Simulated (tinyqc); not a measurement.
Active against total: solid solubility of a dopant against its melt (retrograde solidus), clustering and the electrically active fraction. Computed by tinyqc, a small Python program. Command: `OMP_NUM_THREADS=1 python tinyqc.py 3017515 3017516 out.jsonl retro walk`. One thread of a shared host (Intel(R) Xeon(R) Processor @ 2.30GHz), about 0.01 s of CPU time with the checks.

Inputs (values chosen for the exercise, of the order of those of antimony in silicon for the solubility):
```
quantity                                      value    unit
atoms per cluster m                               2       -
cluster scale N* at 1273 K                  4.4e+20  1/cm^3
activation energy E_b of the cluster scale     0.31      eV
anneal temperature T_a                         1375       K
```

Clustering: clusters of m atoms, electrons left out.

Constants: k_B = 8.617333262e-05 eV/K.

Method. A highly soluble donor (another dopant than that of the solidus) is limited by clustering. Donors N_a are active, and clusters hold m atoms each: N_t = N_a + m C, m C = N* (N_a/N*)^m, with N*(T) = N*(1273 K) exp[-(E_b/k_B)(1/T - 1/1273)].

Active density (1/cm^3):
```
N_t (1/cm^3)  N_a at T_a  fraction  N_a at T_a + 150 K  N_a at T_a - 150 K
1.00e+19      9.8222e+18   0.98222          9.8614e+18          9.7582e+18
3.00e+19      2.8503e+19   0.95009          2.8817e+19          2.8008e+19
1.00e+20      8.6281e+19   0.86281          8.8772e+19          8.2655e+19
2.00e+20      1.5546e+20   0.77730          1.6242e+20          1.4593e+20
5.00e+20      3.1599e+20   0.63198          3.3761e+20          2.8858e+20
1.00e+21      5.1369e+20   0.51369          5.5737e+20          4.6083e+20
2.00e+21      8.0519e+20   0.40259          8.8474e+20          7.1220e+20
5.00e+21      1.3980e+21   0.27961          1.5550e+21          1.2202e+21
```

The exponent d ln N_a/d ln N_t falls from 0.97 to 0.60, towards 1/m = 0.500. At the highest dose a 150 K hotter anneal gives 1.11 times the active density, and a later step 150 K cooler would cut it to 0.87 if it ran to equilibrium: short hot anneals come last. For ionised donors far above n_i the electrons enter the mass action too and halve the limiting exponent.

Extremes, crossings and ranges named in words are read from the listed rows.
